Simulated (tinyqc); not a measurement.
Single-photon avalanche diode, trigger probability and counting: one step of the calculation.

A multiplication layer of width W with the uniform field V/W; alpha = an exp(-bn/E) for electrons, beta = ap exp(-bp/E) for holes (local model, no dead space). a = alpha W, b = beta W. Electrons enter at x = 0, holes at x = W. P0 is the probability that an electron entering at 0 starts a lasting avalanche, PW the same for a hole entering at W.

Problem. Ionisation integrals at and above breakdown. Breakdown: ln(a/b) = a - b with a not equal to b. VB is given; V = VB + Vx.

Parameters, values chosen for the exercise; ionisation coefficients close to those of germanium:

| symbol | value | unit | meaning |
|---|---|---|---|
| an | 1.53e7 | 1/cm | electron prefactor |
| bn | 1.54 | MV/cm | electron field |
| ap | 1.03e7 | 1/cm | hole prefactor |
| bp | 1.25 | MV/cm | hole field |
| W | 0.5 | um | width of the multiplication layer |
| Vx | 1.8 | V | excess bias |

breakdown voltage VB = 10.764809 V

Wanted: E at VB; a at VB; b at VB; E at V; a; b.

Solution.

E at VB = 0.2153 MV/cm
a at VB = 0.5987
b at VB = 1.550
E at V = 0.2513 MV/cm
a = 1.668
b = 3.561

At VB, ln(a/b) = -0.9513 equals a - b.

Numbers from tinyqc (`OMP_NUM_THREADS=1 python tinyqc.py 2630129 2630130 out.jsonl`; about 0.01 s on one thread of a shared Intel Xeon 2.30GHz).
